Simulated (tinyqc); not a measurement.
X-ray photoelectron analysis of a thin oxide on a semiconductor: attenuation lengths, thickness, angle series and band offsets: one step, computed by the program tinyqc.

The same element is seen in the oxide and in the substrate, at nearly the same kinetic energy; films are flat and uniform, and the work function is ignored.

Task: Peak ratio. R_0 = (rho_o/M_o) L_o/((rho_s/M_s) L_s); peak ratio R = I_ox/I_sub = R_0 [exp(d/(L_o cos theta)) - 1]; hence d = L_o cos theta ln(1 + R/R_0). A carbon layer weakens both peaks alike, by exp(-d_C/(L_o cos theta)) if its L is taken equal to L_o. This R_0 leaves out intrinsic losses from the substrate peak, so calibrated values can be larger.

Inputs (values chosen for the exercise, modelled on SiO2 on 4H-SiC): oxide density = 2.22 g/cm^3; oxide formula mass = 60.08 g/mol; substrate density = 3.21 g/cm^3; substrate formula mass = 40.1 g/mol; oxide thickness d = 2 nm; emission angle from the normal = 0 degrees; carbon overlayer = 0.28 nm.

L in the oxide = 1.701492 nm

L in the substrate = 1.277776 nm

Give: R_0; d/(L_o cos theta); ratio R; oxide share of the counts; attenuation by carbon; depth 3 L_o cos theta.

Result:

R_0 = 0.6147

d/(L_o cos theta) = 1.175

ratio R = 1.377

oxide share of the counts = 0.5792

attenuation by carbon = 0.8483

depth 3 L_o cos theta = 5.104 nm
